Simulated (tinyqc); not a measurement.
Depth and level of a trap from the time ratio.

Question. For an oxide trap tc/te = exp(E/Vt) with E = E0 - dpsi - (xt/tox)(Vg - VT - dpsi), dpsi being the rise of the surface potential above its value at threshold. Find xt and E0, and the depth that would be read if dpsi were ignored.

Values chosen for this exercise: temperature T = 350 K; insulator thickness tox = 8.6 nm.

Constants: q = 1.602176634e-19 C, kB = 1.380649e-23 J/K, Vt = kB T/q. Results are converted to the units shown.

Vg - VT (V): [-0.02, 0.13]
tc/te: [3.0219996, 0.20418052]
dpsi (V): [-0.010929384, 0.045252844]

Answer. E + dpsi is a straight line in the oxide voltage Vg - VT - dpsi with slope -xt/tox and intercept E0. Ignoring dpsi assigns the motion of the bands to the trap and overstates its depth.

xt = 2.300 nm
E0 = 0.02000 eV
depth read without dpsi = 4.660 nm

tinyqc, about 0.01 s, one thread, Intel Xeon 2.30GHz (shared host): `OMP_NUM_THREADS=1 python tinyqc.py 2710149 2710150 out.jsonl`
